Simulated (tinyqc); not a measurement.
Stretching all distances: RHF, UHF, MP2, CISD and CCSD against full CI in the sto-3g basis, for H6, spin multiplicity 1. Computed by the program tinyqc with PySCF. All coordinates are multiplied by the scale. c0^2 is the weight of the RHF determinant in the lowest singlet FCI state (UHF is spin-contaminated and may lie near states of higher spin) and n(LUMO) the first natural occupation beyond the occupied space.

Geometry (angstrom):
```
atom       x       y       z
H     0.0000  0.0000  0.0000
H     0.0000  0.0000  0.7840
H     0.0000  0.0000  1.6910
H     0.0000  0.0000  2.4750
H     0.0000  0.0000  3.3810
H     0.0000  0.0000  4.1650
```

Full CI energy (hartree) and errors against it (kcal/mol):
```
scale   distance 1-2 (angstrom)     E(FCI)       RHF      UHF       MP2     CISD     CCSD  <S^2> UHF    c0^2  n(LUMO)
0.9900                   0.7762  -3.260856   40.8612  40.8612   12.9798   0.9102   0.1101     0.0000  0.9583   0.0525
1.1700                   0.9173  -3.284402   53.3830  53.3830   19.1530   1.9734   0.1741     0.0000  0.9328   0.0794
1.3600                   1.0662  -3.230207   70.9787  70.7142   28.2507   4.2558   0.2836     0.1299  0.8924   0.1190
1.5400                   1.2074  -3.151450   93.0092  79.8402   40.0303   8.3696   0.4195     0.8378  0.8366   0.1704
1.7300                   1.3563  -3.064975  122.7353  76.3006   56.2042  15.9153   0.5235     1.4749  0.7572   0.2411
1.9100                   1.4974  -2.992149  157.0054  64.5420   74.7526  26.9951   0.4001     1.9680  0.6659   0.3216
2.1000                   1.6464  -2.930509  198.5594  48.8924   96.4274  43.0934  -0.3907     2.3499  0.5625   0.4150
2.2800                   1.7875  -2.887184  241.1682  35.0005  116.9502  61.8566  -2.8934     2.5929  0.4692   0.5044
```

What does the comparison show, and why?

UHF parts from RHF first at scale 1.36 of those listed, where <S^2> leaves zero. The weight c0^2 goes from 0.96 to 0.47 and n(LUMO) from 0.05 to 0.50: static correlation grows as the bonds break into open-shell fragments. The spread of the error along the curve, which distorts its shape, is CCSD 3.4, UHF 44.8, CISD 60.9, MP2 104.0, RHF 200.3 kcal/mol. Below FCI somewhere: CCSD, as non-variational methods may be.
